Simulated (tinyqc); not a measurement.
Inside a calculation. Method: Pariser-Parr-Pople SCF with singles CI, for the molecule C=CC=CC=CC=C(N)Cl (SMILES; centres numbered as the heavy atoms are written). One step of it, computed by the program tinyqc.

Question. Singles CI, triplets. Over the 4 single excitations with the smallest orbital gaps: A = (e_a - e_i) delta - (ij|ab), with (pq|rs) = sum c_mp c_mq gamma_mn c_nr c_ns.

orbital energies (eV): [-16.385407, -14.189010, -13.151196, -12.359293, -10.748269, -8.487049, -2.214678, -0.467858, 1.367592, 2.735038]

coefficients:
```
           MO1        MO2        MO3        MO4        MO5        MO6        MO7        MO8
1C    0.003520   0.228604   0.297584  -0.310466   0.447758   0.349868  -0.327811  -0.405060
2C    0.008547   0.365133   0.382706  -0.330132   0.292848   0.067989   0.197959   0.373481
3C    0.019091   0.462604   0.286420  -0.098489  -0.275159  -0.437331   0.315924   0.122384
4C    0.038812   0.482376   0.075918   0.158917  -0.423833  -0.137023  -0.347767  -0.402825
5C    0.084195   0.430344  -0.207584   0.351468  -0.111751   0.478959  -0.213654   0.248381
6C    0.181106   0.319871  -0.358373   0.266416   0.284144   0.183461   0.428968   0.081377
7C    0.379486   0.146819  -0.354425  -0.018885   0.415158  -0.464267   0.035397  -0.364645
8C    0.704023  -0.085094  -0.076012  -0.295079  -0.125724  -0.065008  -0.400631   0.409035
9N    0.334371  -0.069933  -0.057535  -0.377989  -0.409695   0.422318   0.474771  -0.372763
10Cl  0.454635  -0.215705   0.609058   0.578669   0.095744   0.041883   0.125594  -0.107932

            MO9       MO10
1C    -0.359553  -0.197674
2C     0.479603   0.334778
3C    -0.329766  -0.450993
4C     0.068364   0.498493
5C     0.291189  -0.455052
6C    -0.474283   0.368101
7C     0.378204  -0.208096
8C    -0.219960   0.089617
9N     0.154271  -0.052511
10Cl   0.048253  -0.017200
```

repulsion gamma_rs (eV):
```
             1C         2C         3C         4C         5C         6C         7C         8C
1C    10.320000   7.284509   5.146095   3.638047   2.853311   2.300096   1.943804   1.668646
2C     7.284509  10.320000   7.284906   5.147686   3.638176   2.853311   2.300153   1.944062
3C     5.146095   7.284906  10.320000   7.286845   5.147686   3.638047   2.853311   2.300453
4C     3.638047   5.147686   7.286845  10.320000   7.284906   5.146095   3.637343   2.853311
5C     2.853311   3.638176   5.147686   7.284906  10.320000   7.284509   5.146095   3.638047
6C     2.300096   2.853311   3.638047   5.146095   7.284509  10.320000   7.284906   5.147686
7C     1.943804   2.300153   2.853311   3.637343   5.146095   7.284906  10.320000   7.286845
8C     1.668646   1.944062   2.300453   2.853311   3.638047   5.147686   7.286845  10.320000
9N     1.476015   1.678383   1.959460   2.325780   2.902675   3.742212   5.455815   8.247630
10Cl   1.627711   1.912391   2.196608   2.755922   3.264386   4.633924   5.190533   7.408544

             9N       10Cl
1C     1.476015   1.627711
2C     1.678383   1.912391
3C     1.959460   2.196608
4C     2.325780   2.755922
5C     2.902675   3.264386
6C     3.742212   4.633924
7C     5.455815   5.190533
8C     8.247630   7.408544
9N    17.290000   5.476114
10Cl   5.476114  11.050000
```

Give: triplet CI matrix; triplet excitation energies.

Answer.

triplet CI matrix (eV), order 6>7, 6>8, 5>7, 6>9:
$$\begin{pmatrix}
1.205 & 0.316 & 0.632 & 0.320 \\
0.316 & 3.147 & -1.497 & 0.383 \\
0.632 & -1.497 & 3.624 & 0.094 \\
0.320 & 0.383 & 0.094 & 4.971
\end{pmatrix}$$

triplet excitation energies (eV): [0.791, 2.179, 4.830, 5.147]
